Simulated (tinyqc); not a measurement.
Closable height against the size of the gap: wafer bonding and layer transfer: bond energy, gap closing, particles, bonding of dissimilar wafers and hydrogen blisters. Computed by tinyqc, a small Python program. Command: `OMP_NUM_THREADS=1 python tinyqc.py 3022001 3022002 out.jsonl bond walk`. One thread of a shared host (Intel(R) Xeon(R) Processor @ 2.30GHz), about 0.01 s of CPU time with the checks.

gamma is the energy per area of each of the two surfaces; plates are isotropic, and both wafers have E1 and t1.

Inputs (values chosen for the exercise, for model wafers):
```
quantity,value,unit
Young's modulus E1,133,GPa
Poisson ratio nu,0.18,-
thickness t1,775,micrometre
blade thickness t_b,230,micrometre
crack length L,45,mm
```

Pair: two equal wafers.

Method. Two cantilevers opened by t_b: gamma = 3 t_b^2 E1 t1^3 E2 t2^3/(16 L^4 (E1 t1^3 + E2 t2^3)). E' = E1/(1 - nu^2), equal wafers of thickness t1 assumed. A gap of radius R closes if h_g < h_c: h_c = R^2/sqrt((2/3) E' t1^3/gamma) for R > 2 t1 (plate bending), h_c = 3.6 sqrt(R gamma/E') for R < 2 t1 (local deformation).

bond energy gamma = 0.0748744 J/m^2

Gap closing:
```
R (mm),regime,h_c (nm),slope h_c/R
1.00e-04,local,8.4022e-01,0.0084022
1.00e-03,local,2.6570e+00,0.0026570
1.00e-02,local,8.4022e+00,0.0008402
1.00e-01,local,2.6570e+01,0.0002657
5.00e-01,local,5.9412e+01,0.0001188
2.00e+00,plate,1.6759e+02,0.0000838
5.00e+00,plate,1.0474e+03,0.0002095
2.00e+01,plate,1.6759e+04,0.0008379
5.00e+01,plate,1.0474e+05,0.0020948
```

Roughness of 100 nm scale may be 0.84 nm in half height, waviness of radius 5 cm as much as 100 micrometre: h_c goes as R^(1/2) when the wafer deforms locally and as R^2 when it bends. The allowed slope is least near R = 2 t1, so defects about 4 t1 wide are the hardest to close; bow matters little.

Extremes, crossings and ranges named in words are read from the listed rows.
